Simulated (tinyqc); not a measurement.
# Off-state leakage of single and stacked transistors: subthreshold current against the height of the stack

n-channel devices of unit width. Subthreshold current I(Vg, Vs, Vd) = I0 (T/300 K)^0.5 exp[(Vg - Vs - VT(T) - gb (Vs - Vb) + dd (Vd - Vs))/(nf Vt)] (1 - exp(-(Vd - Vs)/Vt)), VT(T) = VT - cT (T - 300 K). Gate-edge tunnelling Ig (Vd/1 V) exp(ag (Vd - 1 V)), for a gate at 0 V, and band-to-band leakage Ab u exp(-Bb/u), u = Vd - Vb + 1 V, flow at a drain held at V; both are taken as independent of T. In a stack of off transistors (all gates at 0 V) the same subthreshold current passes through each.

All n gates at 0 V, bottom source at 0 V, top drain at V; node voltages follow from equal currents.

Parameters, values chosen for the exercise; values of the order met in bulk silicon logic transistors: temperature T = 358 K; supply voltage V = 0.9 V; threshold at 300 K, zero drain and body bias VT = 0.4 V; fall of the threshold with temperature cT = 0.6 mV/K; current at threshold at 300 K I0 = 0.21 uA/um; slope factor nf = 1.54; drain-induced lowering per volt dd = 0.17; rise of the threshold per volt of source-body bias gb = 0.21; body voltage Vb = -0.3 V.

Constants: q = 1.602176634e-19 C, kB = 1.380649e-23 J/K, Vt = kB T/q. Results are converted to the units shown.

Results:
```
n	I (nA/um)	reduction factor	drain voltage of the bottom device (mV)	source voltage of the top device (mV)	voltage across the top device (V)
1	0.6997	1.000	900.0	0	0.9000
2	0.03839	18.23	99.94	99.94	0.8001
3	0.01848	37.86	28.12	125.1	0.7749
4	0.01215	57.57	16.29	139.5	0.7605
6	0.007212	97.02	8.876	157.5	0.7425
```

Estimate the missing row, n = 5.

Computed row:
```
n	I (nA/um)	reduction factor	drain voltage of the bottom device (mV)	source voltage of the top device (mV)	voltage across the top device (V)
5	0.009052	77.30	11.49	149.7	0.7503
```

With this row back in the table: The second transistor cuts the current by a factor of 18.2, the third by a further 2.08 and the sixth by 1.26. The top device keeps 82.5 % of the supply at n = 6, while the drain voltage of the bottom one falls to 0.288 Vt.

Computed by the program tinyqc: `OMP_NUM_THREADS=1 python tinyqc.py 2242036 2242037 out.jsonl`, one thread of a shared Intel Xeon 2.30GHz, about 0.03 s for the whole run.
